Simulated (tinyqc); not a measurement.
# Gate voltage for a wanted density

Inverse problem. A HEMT has a barrier of thickness d, permittivity eb and off voltage Voff; energies are counted from the channel band edge at the interface. F = q (eta ns + Nb)/(eps0 ec) in eV/nm; E_k = a_k (C F^2/me)^(1/3), a_0 = 2.338107, a_1 = 4.087949, C = hbar^2/(2 m0); D = me m0 q/(pi hbar^2); ns = D Vt [ln(1 + exp((EF - E_0)/Vt)) + ln(1 + exp((EF - E_1)/Vt))], which gives EF = E_0 + Vt ln{2 s/[(1 + u) + sqrt((1 + u)^2 + 4 u s)]} with s = exp(ns/(D Vt)) - 1, u = exp((E_0 - E_1)/Vt). Charge control: ns + Nb = eps0 eb (Vg - Voff - EF)/(q d). Find E_0, E_1, EF and the Vg that gives this ns.

Values chosen for this exercise; material values close to those of AlGaN on GaN:
```
symbol,value,unit,meaning
T,400,K,temperature
d,12,nm,barrier thickness
me,0.2,m0,electron mass in the channel
ec,9.5,,relative permittivity of the channel
eta,0.6875,,share of ns that counts in the confining field
Nb,1.3e10,cm^-2,depletion charge of the buffer
```

Constants: q = 1.602176634e-19 C, kB = 1.380649e-23 J/K, hbar = 1.054571817e-34 J s, m0 = 9.1093837015e-31 kg, Vt = kB T/q, eps0 = 8.8541878128e-14 F/cm where lengths are in cm, hbar^2/(2 m0) = 0.0380998212 eV nm^2. Results are converted to the units shown.

ns = 1.8e12 cm^-2
eb = 9.36
Voff = -2.8375463 V

Solution. In this direction nothing needs iterating: ns fixes the field, the levels and EF, and the charge-control relation gives Vg.

E_0 = 0.1114 eV
E_1 = 0.1947 eV
EF = 0.1015 eV
Vg = -2.315 V

Program tinyqc, `OMP_NUM_THREADS=1 python tinyqc.py 2180024 2180025 out.jsonl`; Intel Xeon 2.30GHz, shared host, one thread, about 0.01 s.
